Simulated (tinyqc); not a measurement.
Undoped gate-all-around wire MOSFET, analytic charge model: transfer curve and volume inversion.

An undoped round wire of radius R under an insulator shell and a surrounding gate; long channel, electrons only, n = ni exp((psi - V)/Vt) with V the quasi-Fermi potential (0 at the source, Vd at the drain), constant mobility, no quantisation. The radial Poisson equation gives n(r) = n(0)/(1 - (1 - b) r^2/R^2)^2 with b = Q0/(Q + Q0). Q is the electron charge per area of the wire surface.

ni = sqrt(Nc Nv) exp(-Eg/(2 Vt)), Eg in volts; Cox = eps0 eox/(R ln(1 + tox/R)); Q0 = 4 eps0 eps_r Vt/R; V0 = dphi + Vt ln[8 eps0 eps_r Vt/(q ni R^2)]. Q solves Vg - V0 - V = Q/Cox + Vt ln(Q/Q0) + Vt ln(1 + Q/Q0). I = mu (2 pi R/L)[2 Vt (Qs - Qd) + (Qs^2 - Qd^2)/(2 Cox) + Vt Q0 ln((Qd + Q0)/(Qs + Q0))], with Qs at V = 0 and Qd at V = Vd. The drop is psi(surface) - psi(centre) at the source end; C = dQs/dVg, Cg = Cox, drop = 2 Vt ln(1 + Qs/Q0); gm = dI/dVg.

Values chosen for this exercise; material values close to those of silicon:
- T = 300 K (temperature)
- Eg = 1.12 eV (band gap)
- eps_r = 11.8 (relative permittivity of the semiconductor)
- Nc = 2.76e19 cm^-3 (conduction-band density of states at T)
- Nv = 2.65e19 cm^-3 (valence-band density of states at T)
- eox = 9.23 (relative permittivity of the gate insulator)
- tox = 6.5 nm (insulator thickness)
- R = 4 nm (wire radius)
- dphi = 0.24 V (gate work function less that of the intrinsic body)
- mu = 280 cm^2/(V s) (channel mobility)
- L = 0.1 um (gate length)
- Vd = 0.5 V (drain voltage)

Constants: q = 1.602176634e-19 C, kB = 1.380649e-23 J/K, Vt = kB T/q, eps0 = 8.8541878128e-14 F/cm where lengths are in cm. Results are converted to the units shown.

Result of one run:
```
Qs (nC/cm^2)  drop (mV)      C/Cg    I (uA)  gm/I (1/V)
0.1739          0.03328  0.003166  3.170e-4       38.61
```

Which gate voltage Vg gave this result: 0.47, 0.58, 0.7, 1.03 or 1.26 V?

Vg = 0.58 V.

The whole series:
```
Vg (V)  Qs (nC/cm^2)  drop (mV)      C/Cg    I (uA)  gm/I (1/V)
0.47        0.002478   4.743e-4  4.527e-5  4.508e-6       38.68
0.58          0.1739    0.03328  0.003166  3.170e-4       38.61
0.7            13.48      2.518    0.1904   0.02814       33.71
0.81           113.3      18.12    0.6151    0.4537       17.58
0.92           277.6      36.56    0.7710     1.944       10.05
1.03           466.0      51.84    0.8391     4.812       6.814
1.15           684.7      65.29    0.8793     9.659       4.971
1.26           892.4      75.46    0.9022     15.60       3.774
1.37            1104      84.12    0.9180     22.38       2.848
```

The current rises from 4.51e-6 to 22.4 uA. In the first row gm/I is 38.7 1/V, within 0.01 % of 1/Vt: with no depletion charge the whole body follows the gate, and the swing is ideal. The drop between surface and centre goes from 4.7e-4 to 84.1 mV and passes Vt at Vg = 0.92 V among the rows; below that the density varies across the body by less than a factor of e (volume inversion). C reaches 0.92 of Cg in the last row. For Vg = 0.92 to 1.37 V the surface density at the source passes 0.3 Nc, where Boltzmann statistics fail. For Vg = 0.92 to 1.37 V mu V/L, with V the smaller of Vd and Vg - V0, passes 3e6 cm/s, so velocity saturation would lower the current. In every row the body is thin enough for quantum confinement, left out here, to raise the threshold.

Program tinyqc, `OMP_NUM_THREADS=1 python tinyqc.py 2460103 2460104 out.jsonl`; Intel Xeon 2.30GHz, shared host, one thread, about 0.03 s.
